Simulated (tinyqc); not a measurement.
Electron continuity equation in a given potential, Scharfetter-Gummel discretisation: one step of the calculation.

Steady state in one dimension: J = q mu n E + q D dn/dx with E = -dpsi/dx and D = mu Vt, dJ/dx = 0, fixed densities nL and nR at the ends. The potential is given, psi = U x/L, and is not changed by the electrons.

Problem. Tridiagonal system for the inner nodes. Row i (1 to 7): B(-d_(i-1)) n_(i-1) + b_i n_i + B(d_i) n_(i+1) = f_i with b_i = -B(-d_i) - B(d_(i-1)) and f_i = 0; the known end values are moved to the right: f_1 loses B(-d_0) nL and f_7 loses B(d_7) nR. h = L/8, D = mu Vt.

Parameters, values chosen for the exercise; mobility close to that of silicon at room temperature: temperature T = 450 K; electron mobility mu = 1360 cm^2/(V s); length of the region L = 0.76 um; density at x = 0 nL = 2e13 cm^-3; density at x = L nR = 6.4e13 cm^-3.

Constants: q = 1.602176634e-19 C, kB = 1.380649e-23 J/K, Vt = kB T/q. Results are converted to the units shown.

| interval | B(d_i) | B(-d_i) |
|---|---|---|
| 0 | 0.59322123 | 1.5602644 |
| 1 | 0.59322123 | 1.5602644 |
| 2 | 0.59322123 | 1.5602644 |
| 3 | 0.59322123 | 1.5602644 |
| 4 | 0.59322123 | 1.5602644 |
| 5 | 0.59322123 | 1.5602644 |
| 6 | 0.59322123 | 1.5602644 |
| 7 | 0.59322123 | 1.5602644 |

Find: diagonal b; right side f.

Solution.

| node | diagonal b | right side f (cm^-3) |
|---|---|---|
| 1 | -2.1535 | -3.1205e13 |
| 2 | -2.1535 | 0 |
| 3 | -2.1535 | 0 |
| 4 | -2.1535 | 0 |
| 5 | -2.1535 | 0 |
| 6 | -2.1535 | 0 |
| 7 | -2.1535 | -3.7966e13 |

tinyqc, about 0.01 s, one thread, Intel Xeon 2.30GHz (shared host): `OMP_NUM_THREADS=1 python tinyqc.py 2220069 2220070 out.jsonl`
